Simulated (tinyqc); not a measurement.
Inside a calculation. Method: Hueckel theory of the pi electrons, for the molecule Bc1ccc(-c2ccccc2)cc1 (SMILES; centres numbered as the heavy atoms are written). One step of it, computed by the program tinyqc.

Question. Energy, charges, bond orders. E = sum n x; q_r = z_r - P_rr; bond order p = P_rs; free valence = sqrt(3) - sum of p over the bonds of the atom.

x values: [2.282907, 1.908391, 1.351453, 1.000000, 1.000000, 0.739786, -0.546434, -0.988416, -1.000000, -1.000000, -1.476873, -1.949518, -2.291297]

occupations: [2.000000, 2.000000, 2.000000, 2.000000, 2.000000, 2.000000, 0.000000, 0.000000, 0.000000, 0.000000, 0.000000, 0.000000, 0.000000]

charge and bond-order matrix P:
```
            1B         2C         3C         4C         5C         6C         7C         8C
1B    0.083790   0.287288   0.159424  -0.043525  -0.122836   0.022421   0.052299  -0.005737
2C    0.287288   1.032231   0.632388  -0.008937  -0.291714   0.005572   0.107006  -0.001551
3C    0.159424   0.632388   0.961428   0.684047   0.032542  -0.045914  -0.014463   0.009473
4C   -0.043525  -0.008937   0.684047   1.002908   0.613895  -0.001957  -0.143446   0.000566
5C   -0.122836  -0.291714   0.032542   0.613895   0.971316   0.372917   0.013072  -0.042299
6C    0.022421   0.005572  -0.045914  -0.001957   0.372917   1.001374   0.617509  -0.000406
7C    0.052299   0.107006  -0.014463  -0.143446   0.013072   0.617509   0.993948   0.676985
8C   -0.005737  -0.001551   0.009473   0.000566  -0.042299  -0.000406   0.676985   1.000122
9C   -0.047711  -0.091673   0.013478   0.110620  -0.012347  -0.305839   0.005767   0.659809
10C  -0.005737  -0.001551   0.009473   0.000566  -0.042299  -0.000406  -0.323015   0.000122
11C   0.052299   0.107006  -0.014463  -0.143446   0.013072   0.617509  -0.006052  -0.323015
12C  -0.043525  -0.008937  -0.315953   0.002908   0.613895  -0.001957  -0.143446   0.000566
13C   0.159424   0.632388  -0.038572  -0.315953   0.032542  -0.045914  -0.014463   0.009473

            9C        10C        11C        12C        13C
1B   -0.047711  -0.005737   0.052299  -0.043525   0.159424
2C   -0.091673  -0.001551   0.107006  -0.008937   0.632388
3C    0.013478   0.009473  -0.014463  -0.315953  -0.038572
4C    0.110620   0.000566  -0.143446   0.002908  -0.315953
5C   -0.012347  -0.042299   0.013072   0.613895   0.032542
6C   -0.305839  -0.000406   0.617509  -0.001957  -0.045914
7C    0.005767  -0.323015  -0.006052  -0.143446  -0.014463
8C    0.659809   0.000122  -0.323015   0.000566   0.009473
9C    0.994476   0.659809   0.005767   0.110620   0.013478
10C   0.659809   1.000122   0.676985   0.000566   0.009473
11C   0.005767   0.676985   0.993948  -0.143446  -0.014463
12C   0.110620   0.000566  -0.143446   1.002908   0.684047
13C   0.013478   0.009473  -0.014463   0.684047   0.961428
```

Centres:
```
centre  z_r, pi electrons of the neutral centre          h
1B                                            0  -0.970000
2C                                            1   0.000000
3C                                            1   0.000000
4C                                            1   0.000000
5C                                            1   0.000000
6C                                            1   0.000000
7C                                            1   0.000000
8C                                            1   0.000000
9C                                            1   0.000000
10C                                           1   0.000000
11C                                           1   0.000000
12C                                           1   0.000000
13C                                           1   0.000000
```

Bonds:
```
i    j         k
1    2  0.630000
2    3         1
3    4         1
4    5         1
5    6         1
6    7         1
7    8         1
8    9         1
9   10         1
10  11         1
5   12         1
12  13         1
13   2         1
11   6         1
```

Give: pi energy = 12 alpha + this times beta; pi charges; Bond orders and lengths from R = 1.517 - 0.180 p; free valence of the carbons; gap between the highest filled and the next level.

Answer.

pi energy = 12 alpha + this times beta = 16.5651

pi charges: 1B -0.0838, 2C -0.0322, 3C 0.0386, 4C -0.0029, 5C 0.0287, 6C -0.0014, 7C 0.0061, 8C -0.0001, 9C 0.0055, 10C -0.0001, 11C 0.0061, 12C -0.0029, 13C 0.0386

Bond orders and lengths from R = 1.517 - 0.180 p (angstrom, C-C alone):
```
bond        p       R
1-2    0.2873       -
2-3    0.6324  1.4032
3-4    0.6840  1.3939
4-5    0.6139  1.4065
5-6    0.3729  1.4499
6-7    0.6175  1.4058
7-8    0.6770  1.3951
8-9    0.6598  1.3982
9-10   0.6598  1.3982
10-11  0.6770  1.3951
5-12   0.6139  1.4065
12-13  0.6840  1.3939
13-2   0.6324  1.4032
11-6   0.6175  1.4058
```

free valence of the carbons: 2C 0.1800, 3C 0.4156, 4C 0.4341, 5C 0.1313, 6C 0.1241, 7C 0.4376, 8C 0.3953, 9C 0.4124, 10C 0.3953, 11C 0.4376, 12C 0.4341, 13C 0.4156

gap between the highest filled and the next level = 1.2862 |beta|
